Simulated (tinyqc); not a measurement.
Interface traps from C-V curves, high-low and Terman methods: two steps of the calculation.

MOS capacitor on an n-type substrate; psi is the band bending, negative in depletion; only majority carriers are counted. At the bending psi the Fermi level lies y = xi - psi below the conduction edge at the surface, xi = Vt ln(Nc/Nd). Dit(y) = D0 + D1 exp(-y/E1); traps fill up to the Fermi level, follow the bias and a slow signal, and do not follow a fast one. V is the gate voltage from flat band.

Inputs (values chosen for the exercise); band and dielectric values close to those of gallium nitride:

| symbol | value | unit | meaning |
|---|---|---|---|
| T | 200 | K | temperature |
| eps_r | 9.39 |  | relative permittivity |
| Nc | 1.26e18 | cm^-3 | conduction-band density of states at T |
| Nd | 1.1e16 | cm^-3 | donor density |
| EOT | 2.1 | nm | equivalent oxide thickness |
| D0 | 1.9e12 | cm^-2 eV^-1 | trap density far from the band edge |
| D1 | 1.2e13 | cm^-2 eV^-1 | band-tail density at the conduction edge |
| E1 | 0.08 | eV | decay energy of the tail |
| n | 10 |  | points |
| pa | -0.9 | V | deepest band bending |
| pb | -0.026 | V | shallowest band bending |

Constants: q = 1.602176634e-19 C, kB = 1.380649e-23 J/K, Vt = kB T/q, eps0 = 8.8541878128e-14 F/cm where lengths are in cm. Results are converted to the units shown.

Task 1. The curves. Cox = 3.9 eps0/EOT, LD = sqrt(eps0 eps_r Vt/(q Nd)), u = psi/Vt, Cd = (eps0 eps_r/(sqrt(2) LD)) |exp(u) - 1|/sqrt(exp(u) - u - 1). Ideal V0 = psi - sqrt(2) (eps0 eps_r Vt/LD) sqrt(exp(u) - u - 1)/Cox for psi < 0; the traps add dV = (q/Cox) times the integral of Dit from 0 to psi = (q/Cox) [D0 psi + D1 E1 exp(-xi/E1) (exp(psi/E1) - 1)]. 1/C_HF = 1/Cox + 1/Cd, 1/C_LF = 1/Cox + 1/(Cd + q Dit). Take n equally spaced psi from pa to pb.

Give: psi; y; Dit; V0; V; C_HF; C_LF; Cox.

Result 1.

```
point   psi (V)   y (eV)  Dit (cm^-2 eV^-1)    V0 (V)    V (V)  C_HF (nF/cm^2)  C_LF (nF/cm^2)
0      -0.90000  0.98171          1.9001e12  -0.93093  -1.1312          28.313          277.08
1      -0.80289  0.88460          1.9002e12  -0.83207  -1.0144          29.980          278.29
2      -0.70578  0.78749          1.9006e12  -0.73310  -0.8974          31.985          279.77
3      -0.60867  0.69038          1.9021e12  -0.63398  -0.7803          34.458          281.71
4      -0.51156  0.59326          1.9072e12  -0.53470  -0.6630          37.617          284.53
5      -0.41444  0.49615          1.9243e12  -0.43519  -0.5454          41.854          289.43
6      -0.31733  0.39904          1.9818e12  -0.33537  -0.4272          47.968          299.99
7      -0.22022  0.30193          2.1755e12  -0.23505  -0.3074          57.959          327.29
8      -0.12311  0.20482          2.8274e12  -0.13382  -0.1831          79.115          404.30
9      -0.02600  0.10771          5.0222e12  -0.02969  -0.0439          168.67          618.97
```

Cox = 1644.3 nF/cm^2

At the deepest bending the traps stretch the gate voltage from -0.931 to -1.13 V.

Task 2. High-low extraction. q Dit = (1/C_LF - 1/Cox)^(-1) - (1/C_HF - 1/Cox)^(-1) at each point.

```
point  C_HF (nF/cm^2)  C_LF (nF/cm^2)
0           28.312501       277.08017
1           29.980350       278.28895
2           31.985063       279.77408
3           34.458288       281.71185
4           37.617382       284.53210
5           41.853949       289.42906
6           47.968280       299.99115
7           57.959361       327.29368
8           79.114866       404.30039
9           168.67385       618.96629
```

Cox = 1644.3492 nF/cm^2

Give: Dit by high-low.

Result 2.

Dit by high-low, point 0 to 9 (cm^-2 eV^-1): 1.9001e12  1.9002e12  1.9006e12  1.9021e12  1.9072e12  1.9243e12  1.9818e12  2.1755e12  2.8274e12  5.0222e12

Program tinyqc, `OMP_NUM_THREADS=1 python tinyqc.py 2030163 2030164 out.jsonl`; Intel Xeon 2.30GHz, shared host, one thread, about 0.01 s.
